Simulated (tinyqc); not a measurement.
Hydrogenic donor in a hard-walled well (variational), step by step. Values are carried at full precision from step to step, so a last printed digit may differ when a step is redone from the rounded ones.

Constants: Ry = 13.60569312 eV; a0 (Bohr radius) = 0.5291772105 angstrom; hbar^2/2m0 = 3.80998211 eV angstrom^2; e^2/(4 pi eps0) = 14.39964547 eV angstrom.

Parameters, chosen for this exercise (near those of GaN; the results hold for these values, not for the real material): m = 0.191 m0 (mass); eps = 9.2 (dielectric constant); L = 96 angstrom (well width); zi = 33 angstrom (position of the donor from the centre); lam = 33 angstrom (trial length); lams = (18, 23, 28, 33, 40, 49, 60) angstrom (trial lengths).

## Bulk donor

Ry* = Ry m/eps^2, a* = a0 eps/m, and the subband energy c (pi/L)^2/m with c = hbar^2/2m0.

Ry* = 30.703 meV
a* = 25.49 angstrom
subband energy = 21.36 meV

## One trial length

Trial function cos(pi z/L) exp(-r/lam), r measured from the donor at zi, walls at +/- L/2, one eps everywhere. Counted from the lowest subband, E(lam) = c/(m lam^2) - (q/eps) I0/I1, with I0 the integral of cos^2(pi z/L) exp(-2|z - zi|/lam) over the well and I1 the same with the factor (|z - zi| + lam/2); c = hbar^2/2m0, q = e^2/(4 pi eps0). The binding energy is -E at the minimum.

Evaluate I0, I1 and both terms.

I0 = 10.446 angstrom
I1 = 362.6 angstrom^2
kinetic term = 18.317 meV
Coulomb term = -45.085 meV
E = -26.768 meV

## Scan and minimum

E for each trial length, then the minimum.

Scan:
```
lam (angstrom)  kinetic (meV)  Coulomb (meV)  E (meV)
18                     61.567        -77.607  -16.041
23                     37.708        -61.428  -23.720
28                     25.443        -51.640  -26.197
33                     18.317        -45.085  -26.768
40                     12.467        -38.813  -26.345
49                      8.308        -33.408  -25.100
60                      5.541        -28.914  -23.373
```

best lam = 33.5 angstrom
binding energy = 26.77 meV
in Ry* = 0.872

At L = 3.77 a* this donor is bound about as strongly as in the bulk: the trial value is a lower bound, low by up to a tenth off the centre, and cannot decide the side.

## Checks

- Binding at the centre of a very wide well (200 a*) against Ry*, meV: 30.71 against 30.70.
- Binding in a very thin well (a*/2000) against 4 Ry*, meV: 122.7 against 122.8.

(tinyqc, `OMP_NUM_THREADS=1 python tinyqc.py 1280233 1280234 out.jsonl`, Intel(R) Xeon(R) Processor @ 2.30GHz, 1 thread, shared host, about 0.03 s.)
